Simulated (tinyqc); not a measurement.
From single traps to 1/f noise.

13 half-filled traps with time constants tau_j = 4.7e-8 s times 10^(0.5 j), j = 0..12, each shift the threshold by a = 1.43 uV when filled and give the Lorentzian a^2 tau/(1 + (2 pi f tau)^2). For time constants spread evenly in ln tau the sum tends to a^2/(4 f ln(10^0.5)). slope = d ln S/d ln f.

Result of one run:
```
S (uV^2/Hz)  1/f limit (uV^2/Hz)   slope  j of the largest term
1.494e-8                4.440e-8  -1.858                      0
```

Which noise frequency f gave this result: 0.01, 1, 30000, 1e6 or 1e7 Hz?

f = 1e7 Hz.

The whole series:
```
f (Hz)  S (uV^2/Hz)  1/f limit (uV^2/Hz)      slope  j of the largest term
0.01         0.1406                44.40  -1.232e-5                     12
0.1          0.1405                4.440  -0.001230                     12
1            0.1326               0.4440    -0.1110                     12
30          0.01424              0.01480    -0.9577                     10
1000       4.438e-4             4.440e-4    -0.9974                      7
30000      1.477e-5             1.480e-5     -1.000                      4
1e6        4.002e-7             4.440e-7     -1.107                      1
1e7        1.494e-8             4.440e-8     -1.858                      0
1e8       1.610e-10             4.440e-9     -1.998                      0
```

Below the slowest trap (1/(2 pi tau) = 3.4 Hz) the spectrum is flat, slope 0.00 in the first row; above the fastest (3.4e6 Hz) the slope tends to -2 (-2.00 in the last row). In between, at 30, 1000 and 30000 Hz, the slopes are -0.96, -1.00 and -1.00, and S is 0.054 % below the 1/f limit at 1000 Hz.

Program tinyqc, `OMP_NUM_THREADS=1 python tinyqc.py 2150130 2150131 out.jsonl`; Intel Xeon 2.30GHz, shared host, one thread, about 0.01 s.
